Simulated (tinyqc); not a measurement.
# Metal gate on a two-layer dielectric stack with fixed charge and a dipole, step by step

Program tinyqc, `OMP_NUM_THREADS=1 python tinyqc.py 2010167 2010168 out.jsonl`; Intel Xeon 2.30GHz, shared host, one thread, about 0.01 s. Printed values are rounded.

Gate, layer 2, layer 1, p-type semiconductor; x runs from the gate inwards. Charges are counted in units of +q. psi is the band bending at the surface, positive towards inversion. Classical charge, Boltzmann statistics, no interface traps.

Inputs (values chosen for the exercise); band and dielectric values close to those of silicon, layer 1 close to silicon dioxide, layer 2 close to hafnium oxide: temperature T = 350 K; band gap Eg = 1.11 eV; relative permittivity eps_r = 11.5; conduction-band density of states at T Nc = 3.49e19 cm^-3; valence-band density of states at T Nv = 3.36e19 cm^-3; electron affinity chi = 4.03 eV; acceptor density Na = 2.9e16 cm^-3; work function of the gate metal pM = 4.18 eV; thickness of layer 1, next to the semiconductor t1 = 1 nm; relative permittivity of layer 1 e1 = 4.03; thickness of layer 2, next to the gate t2 = 5.8 nm; relative permittivity of layer 2 e2 = 21.4; fixed charge at the semiconductor interface Q1 = 1.2e11 cm^-2; fixed charge between the layers Q2 = -1.4e12 cm^-2; uniform charge density in layer 1 r1 = 2.9e18 cm^-3; uniform charge density in layer 2 r2 = 0 cm^-3; flat-band shift by a dipole layer between the layers Vd = -0.11 V; band bending psi of the working point ps = -0.15 V.

Constants: q = 1.602176634e-19 C, kB = 1.380649e-23 J/K, Vt = kB T/q, eps0 = 8.8541878128e-14 F/cm where lengths are in cm. Results are converted to the units shown.

## Equivalent thickness and work-function difference

EOT = 3.9 (t1/e1 + t2/e2), Cox = eps0/(t1/e1 + t2/e2); phi_ms = pM - (chi + Eg - Vt ln(Nv/Na)).

EOT = 2.024751 nm
Cox = 1.705460 uF/cm^2
share of layer 1 in the EOT = 47.79560 %
phi_ms = -0.7472169 V

## Flat-band voltage, term by term

EOT = 3.9 (t1/e1 + t2/e2), Cox = eps0/(t1/e1 + t2/e2); phi_ms = pM - (chi + Eg - Vt ln(Nv/Na)). Vfb = phi_ms + Vd - (q/eps0) [Q1 (t1/e1 + t2/e2) + Q2 t2/e2 + r1 (t1^2/(2 e1) + t1 t2/e2) + r2 t2^2/(2 e2)]: each charge counts with its electrical distance from the gate.

terms (V): phi_ms -0.7472169, dipole -0.1100000, Q1 -0.0112733, Q2 0.0686600, r1 -0.0207331, r2 0.0000000
Vfb = -0.8205633 V

Apart from phi_ms the largest term is that of dipole, -110 mV; all charges and the dipole together move Vfb by -73.3 mV.

## Threshold voltage

ni = sqrt(Nc Nv) exp(-Eg/(2 Vt)), Eg in volts, pB = Vt ln(Na/ni), Vth = Vfb + 2 pB + sqrt(4 q eps0 eps_r Na pB)/Cox.

ni = 3.490873e11 cm^-3
pB = 0.3416445 V
depletion charge = 0.08040715 uC/cm^2
Vth = -0.09012744 V

## Charge in the semiconductor

ni = sqrt(Nc Nv) exp(-Eg/(2 Vt)), Eg in volts. Qs = -sign(psi) sqrt(2 q eps0 eps_r Na Vt [exp(-u) + u - 1 + (ni/Na)^2 (exp(u) - u - 1)]), u = psi/Vt.

Qs = 0.1988378 uC/cm^2

The surface is accumulated.

## Fields and voltage drops

Gauss: D = -Qs just inside the semiconductor; going towards the gate subtract q Q1, then q r1 t1, q Q2 and q r2 t2. Field = D/(eps0 e); the drop over a layer is its mean field times its thickness; Vg = phi_ms + Vd + psi + both drops.

| place | D (uC/cm^2) | field (MV/cm) |
|---|---|---|
| layer 2, gate side | -0.0402223 | -0.0212278 |
| layer 2, inner side | -0.0402223 | -0.0212278 |
| layer 1, outer side | -0.2645270 | -0.7413380 |
| layer 1, semiconductor side | -0.2180639 | -0.6111250 |
| semiconductor surface | -0.1988378 | -0.1952776 |

drop over layer 2 = -0.01231211 V
drop over layer 1 = -0.06762315 V
Vg = -1.087152 V

The same Vg follows from Vfb + psi - Qs/Cox. The largest field, 0.741 MV/cm in size, is at: layer 1, outer side.
